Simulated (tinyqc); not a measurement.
Time-domain thermoreflectance: layered heat flow under a modulated pulse train, and what the signal ratio measures: one step, computed by the program tinyqc. Command: `OMP_NUM_THREADS=1 python tinyqc.py 3110903 3110904 out.jsonl tdtr walk`. One thread of a shared host (Intel(R) Xeon(R) Processor @ 2.30GHz), about 0.3 s of CPU time with the checks.

Pulses repeat at 80 MHz; heat is laid down at the surface, all layers are isotropic, and the film is in perfect contact with the substrate.

Task: Length and time scales. Penetration depth sqrt(kappa/(pi f C)); effusivity sqrt(kappa C); cooling time of the metal d C_m/G; Kapitza length kappa/G.

Inputs (values chosen for the exercise, modelled on aluminium on silica):
```
quantity                                value        unit
metal thickness d                          64          nm
metal heat capacity                      2.42  MJ/(m^3 K)
boundary conductance G under the metal     34  MW/(m^2 K)
substrate conductivity kappa             1.37     W/(m K)
substrate heat capacity C                1.63  MJ/(m^3 K)
modulation frequency f                      1         MHz
spot radius w (1/e^2, pump and probe)      15  micrometre
```

Stack: metal, film, substrate.

Give: penetration depth; effusivity; cooling time of the metal; Kapitza length; depth over spot radius.

Result:

penetration depth = 0.5172 micrometre

effusivity = 1494 W s^(1/2)/(m^2 K)

cooling time of the metal = 4555 ps

Kapitza length = 40.29 nm

depth over spot radius = 0.03448
